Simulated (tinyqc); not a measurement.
Inside a calculation. Method: inverse iteration on a symmetric matrix. Computed by tinyqc, a small Python program that keeps every step. Settings: method = inverse, shift = -0.36. Command: `OMP_NUM_THREADS=1 python tinyqc.py 21449 21450 out.jsonl` (the two numbers bound the seeds that draw the settings). One thread of a shared host (Intel(R) Xeon(R) Processor @ 2.60GHz), about 0.01 s of CPU time with the checks.

## Step 1

A:
```
[[0.0180, 0.9100, -0.8330],
 [0.9100, 3.9350, 0.0940],
 [-0.8330, 0.0940, 5.0150]]
```

vector v at the start: [0.5774, 0.5774, 0.5774]

shift = -0.3600

solve (A - shift) w = v; v' = w/|w| with its largest component positive (the first on a tie); lambda = v'^T A v'.

vector after step 1: [0.9669, -0.1965, 0.1628]

Rayleigh quotient after step 1 = -0.3124

## Step 2

As before.

vector after step 2: [0.9654, -0.2100, 0.1547]

Rayleigh quotient after step 2 = -0.3136

## Course of the iteration

Stop when the residual |A v - lambda v| is below 1e-9.

Steps:
```
step     lambda  residual
1     -0.312373  7.45e-02
2     -0.313558  7.35e-04
3     -0.313558  7.34e-06
4     -0.313558  7.42e-08
5     -0.313558  7.55e-10
```

all eigenvalues, for comparison: [-0.3136, 4.1287, 5.1529]

Converged in 5 steps.
